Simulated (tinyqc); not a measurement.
Gain factor and gap resistance from two string resistances.

Inverse problem. At small bit-line voltage each of the 96 cells has the resistance 1/(K x) at overdrive x (no mobility reduction) in series with a gap resistance Rg. Find K, Rg and the share of the gaps at the higher overdrive.

resistance of a string of 96 equal cells at overdrives of 3.5 and 8.8 V (kohm): [1202.7429, 541.96364]

Solution. The resistance per cell is a straight line in 1/x with slope 1/K and intercept Rg.

K = 25.0 uA/V^2
Rg = 1.10 kohm
share of the gaps = 19.5 %

Numbers from tinyqc (`OMP_NUM_THREADS=1 python tinyqc.py 2142276 2142277 out.jsonl`; about 0.7 s on one thread of a shared Intel Xeon 2.30GHz).
